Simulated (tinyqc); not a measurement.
Which input was changed? Model: leakage through a gate insulator: direct, Fowler-Nordheim, trap-assisted and Poole-Frenkel currents. Computed by tinyqc, a small Python program. Command: `OMP_NUM_THREADS=1 python tinyqc.py 3003464 3003465 out.jsonl oxideleak which`. One thread of a shared host (Intel(R) Xeon(R) Processor @ 2.30GHz), about 0.05 s of CPU time with the checks.

Electrons enter from the cathode Fermi level at x = 0; the conduction band of the insulator lies phi_b - e F x above it, F = V/t. WKB exponents use a parabolic band with mass m.

Inputs (values chosen for the exercise, with an insulator like Si3N4):
```
quantity                          value   unit
thickness t                         6.4     nm
barrier phi_b                      2.19     eV
tunnelling mass m                   0.4    m_0
static constant eps_ox             7.38      -
optical constant eps_opt           3.98      -
voltage across the insulator V      1.3      V
trap depth phi_t                    1.4     eV
trap density N_t                2.6e+18  cm^-3
attempt rate nu_0                 2e+13    1/s
activation of capture E_a          0.33     eV
temperature T                       300      K
```

Constants: hbar^2/(2 m_0) = 3.80998212 eV angstrom^2; e = 1.602176634e-19 C; hbar = 1.054571817e-34 J s; k_B = 8.617333262e-05 eV/K; eps_0 = 8.8541878128e-12 F/m.

Method:
- For a level a distance phi(x) below the band, the WKB exponent is 2 int kappa dx with kappa = sqrt(m phi/(hbar^2/2m_0)); for a linear barrier from phi_1 down to phi_2 = max(phi_1 - e F d, 0) it is G = (4/3) sqrt(m/(hbar^2/2m_0)) (phi_1^(3/2) - phi_2^(3/2))/(e F).
- J_tun = e^3 F^2/(16 pi^2 hbar m phi_b) x exp(-G) / [1 - sqrt(phi_2/phi_b)]^2 with the free-electron mass in the cathode (m in m_0), phi_2 = max(phi_b - e V, 0): direct tunnelling for e V < phi_b, Fowler-Nordheim above. Image forces, back-flow and the limit on supply are left out, so J_tun is overstated below about 0.5 V.
- Equivalent oxide thickness = 3.9 t/eps_ox.
- A trap at depth x lies phi_t below the band. Capture: tunnel at the cathode Fermi level from 0 to x (G_in from phi_1 = phi_b), rate nu_0 exp(-G_in - E_c/k_B T) with E_c = E_a + max(phi_b - phi_t - e F x, 0), the last term being the height of the trap above the cathode Fermi level. Emission: tunnel from the trap level to the anode (G_out from phi_1 = phi_t over t - x), rate nu_0 exp(-G_out - E_a/k_B T). Re-emission to the cathode follows from detailed balance, rate_back = rate_in exp(dE/k_B T) with dE = phi_b - phi_t - e F x. Each trap passes R = rate_in rate_out/(rate_in + rate_back + rate_out) electrons per second; filling from the anode is left out.
- J_TAT = e N_t int_0^t R dx by the midpoint rule on 400 intervals; the most effective depth is the midpoint with the largest R, rounded to 0.01 nm.
- Poole-Frenkel emission over the lowered barrier of a charged trap: lowering sqrt(e F/(pi eps_opt eps_0)); J_PF = e N_t^(2/3) nu_0 exp(-(phi_t - lowering)/k_B T), one sheet of traps emitting with supply unlimited (an upper bound).
- J = J_tun + J_TAT (the Poole-Frenkel bound is not added); the ratio J/J_tun is the excess that stress-made traps add.

Question. One of these inputs alone was changed, within the range given: barrier phi_b (1.095 to 4.38); voltage across the insulator V (0.65 to 2.6); trap density N_t (1.3e+18 to 5.2e+18); temperature T (150 to 550). Which one, and to what value?

Results:
```
run     Poole-Frenkel bound J_PF (A/cm^2)  total current J (A/cm^2)  tunnelling current J_tun (A/cm^2)
before                       2.353429e-08              1.111235e-14                       3.646075e-15
after                        8.840325e-10              5.072584e-15                       3.646075e-15
```

Answer.

Each candidate set to reproduce Poole-Frenkel bound J_PF, and what it then gives:
```
candidate                               range searched  value needed  total current J (A/cm^2)  tunnelling current J_tun (A/cm^2)
barrier phi_b (eV)                       1.095 to 4.38     no effect                         -                                  -
voltage across the insulator V (V)         0.65 to 2.6        0.9250                1.6210e-16                         1.5945e-16
trap density N_t (cm^-3)            1.3e+18 to 5.2e+18  out of reach                         -                                  -
temperature T (K)                           150 to 550         273.0                5.0726e-15                         3.6461e-15
```

Only temperature T fits every result: it went from 300 to 273 K. The next best candidate, voltage across the insulator V, misses one result by 97 %.

Caution: the film is too thin for the Poole-Frenkel picture (the lowering is a large part of the whole drop, or the traps are further apart than the film is thick), so J_PF is only nominal.
